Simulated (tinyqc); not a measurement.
From one set of inputs to another, one input at a time: two-dimensional dopant profile at a mask edge: lateral junction, overlap and effective channel length. Computed by tinyqc, a small Python program. Command: `OMP_NUM_THREADS=1 python tinyqc.py 3018936 3018937 out.jsonl lateral ladder`. One thread of a shared host (Intel(R) Xeon(R) Processor @ 2.30GHz), about 0.01 s of CPU time with the checks.

Ions enter for y < 0; the mask (spacer, then gate) covers y > 0. x is the depth. The surface reflects dopant during the anneal.

The inputs printed are set A. Inputs not listed in the table keep their values of set A, so the rows need not describe a real material.

Inputs (values chosen for the exercise, modelled on a source-drain extension in silicon):

| quantity | value | unit |
|---|---|---|
| dose Q | 5.4e+14 | 1/cm^2 |
| projected range R_p | 4.7 | nm |
| vertical straggle | 1.4 | nm |
| lateral straggle | 0.94 | nm |
| anneal budget D t | 9.2e-14 | cm^2 |
| channel doping C_B | 3.4e+18 | 1/cm^3 |
| gate length L_g | 32 | nm |
| offset spacer | 2.5 | nm |
| oxide thickness | 4.3 | nm |

Constants: eps_0 = 8.8541878128e-12 F/m.

Method:
- Widths s_x^2 = (vertical straggle)^2 + 2 D t, s_y^2 = (lateral straggle)^2 + 2 D t. C(x, y) = V(x) (1/2) erfc(y/(sqrt2 s_y)), V(x) = Q/(sqrt(2 pi) s_x) [exp(-(x - R_p)^2/(2 s_x^2)) + exp(-(x + R_p)^2/(2 s_x^2))]; 1 nm = 1e-7 cm.
- The vertical junction far from the mask solves V(x) = C_B.
- The lateral junction at depth x solves C = C_B: y_j(x) = sqrt2 s_y erfc^-1(2 C_B/V(x)). Overlap under the gate = y_j(0) - spacer; metallurgical channel L_met = L_g - 2 overlap (tails from the two sides are not added).
- Abruptness at y_j(0) in nm per decade = ln(10) s_y sqrt(pi/2) exp(u^2) erfc(u), u = y_j/(sqrt2 s_y). Overlap capacitance per width = 3.9 eps_0 overlap/t_ox (zero if there is no overlap).

Each row keeps all changes above it:

| input moved | from | to | lateral junction y_j(0) (nm) | vertical junction x_j (nm) | ratio y_j(0)/x_j |
|---|---|---|---|---|---|
| set A | - | - | 11.00 | 18.9 | 0.5823 |
| vertical straggle (nm) | 1.4 | 17 | 9.61 | 52.8 | 0.1818 |
| gate length L_g (nm) | 32 | 480 | 9.61 | 52.8 | 0.1818 |
| lateral straggle (nm) | 0.94 | 9.5 | 22.80 | 52.8 | 0.4316 |
| channel doping C_B (1/cm^3) | 3.4e+18 | 9.1e+17 | 27.79 | 60.4 | 0.4598 |
| projected range R_p (nm) | 4.7 | 39 | 17.79 | 93.9 | 0.1894 |
| dose Q (1/cm^2) | 5.4e+14 | 1.8e+15 | 23.15 | 100.3 | 0.2308 |
| offset spacer (nm) | 2.5 | 3.2 | 23.15 | 100.3 | 0.2308 |

Which inputs carry the difference?

Lateral junction y_j(0) goes from 11.0 to 23.1, a factor 2.10 in all. The largest single move comes from lateral straggle (a factor 2.37), and projected range R_p works against it (a factor 0.640). Vertical junction x_j goes from 18.9 to 100, a factor 5.31 in all. The largest single move comes from vertical straggle (a factor 2.80). Ratio y_j(0)/x_j goes from 0.582 to 0.231, a factor 0.396 in all. The largest single move comes from vertical straggle (a factor 0.312), and lateral straggle works against it (a factor 2.37). The single moves hold for this order of the switches; the total does not depend on the order.

Caution (rows set A, dose Q, offset spacer): the peak exceeds usual solubilities, so part of the dose is inactive and diffusion is concentration dependent. Caution (rows projected range R_p, dose Q, offset spacer): the profile peaks below the surface, where the junction reaches further under the gate than y_j(0); the overlap given is the one at the surface.

Extremes, crossings and ranges named in words are read from the listed rows.
